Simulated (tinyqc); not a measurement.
Three voltage laws: time-dependent dielectric breakdown: cell percolation, Weibull statistics, area scaling and voltage extrapolation. Computed by tinyqc, a small Python program. Command: `OMP_NUM_THREADS=1 python tinyqc.py 3008829 3008830 out.jsonl tddb walk`. One thread of a shared host (Intel(R) Xeon(R) Processor @ 2.30GHz), about 0.01 s of CPU time with the checks.

The oxide is divided into columns of area a^2, each holding m = t_ox/a cells (m is taken as continuous). A share lambda(t) = (t/t_1)^alpha of the cells is defective, and a column whose cells are all defective breaks down.

Inputs (values chosen for the exercise, for a model gate oxide):
```
quantity,value,unit
oxide thickness t_ox,2.3,nm
defect cell size a,1.3,nm
exponent alpha of defect growth,0.84,-
time t_1 at which the occupied share would reach 1,1.7e+11,s
test area A,5000,um^2
product area A_u,7e+06,um^2
stress voltage V,2.86,V
use voltage V_u,1.7,V
local exponent n = -d ln t/d ln V at the stress voltage,30,-
activation energy E_a,0.75,eV
stress temperature T,175,C
use temperature T_u,85,C
allowed failure fraction F,0.0001,-
```

Voltage law used: power.

Constants: k_B = 8.617333262e-05 eV/K.

Method:
- Failure fraction F = 1 - (1 - lambda^m)^N with N = A/a^2 columns, which for small lambda^m is 1 - exp(-(t/t63)^beta) with beta = alpha m and t63 = t_1 N^(-1/beta); critical share lambda(t63) = N^(-1/m). 1 um^2 = 1e6 nm^2.
- All three voltage laws share the slope n at the stress voltage. Factor t(V_u)/t(V): E law exp(n (1 - V_u/V)); 1/E law exp(n (V/V_u - 1)); power law (V/V_u)^n.
- Temperatures in kelvin are T(C) + 273.15.
- Temperature factor exp[(E_a/k_B)(1/T_u - 1/T)]; area factor (A/A_u)^(1/beta); percentile factor (-ln(1 - F))^(1/beta); life = t63 x all four; 1 year = 3.15576e7 s.
- Life = t63 x voltage, temperature, area and percentile factors, the last three as above.

projected life = 27.9890 years

voltage factor = 5.99119e+06

Log10 of the life in years:
```
V_u/V,V_u (V),E law,1/E law,power law
1.00,2.860,-5.3305,-5.331,-5.3305
0.95,2.717,-4.6791,-4.645,-4.6622
0.90,2.574,-4.0276,-3.883,-3.9578
0.80,2.288,-2.7248,-2.073,-2.4232
0.70,2.002,-1.4219,0.253,-0.6835
0.60,1.716,-0.1190,3.355,1.3249
0.50,1.430,1.1839,7.698,3.7004
0.40,1.144,2.4868,14.213,6.6077
```

What does the comparison show, and why?

At V_u/V = 0.9 the laws differ by 0.14 decades at most, and at 0.5 by 6.5. The E law is the most cautious and the 1/E law the most hopeful. Ten years are reached at V_u/V = 0.514 (E), 0.673 (1/E), 0.615 (power). Caution: t_1 is an input here; in a real oxide it changes with thickness at fixed voltage. Caution: the rows at low voltage extrapolate over many decades and cannot be tested.
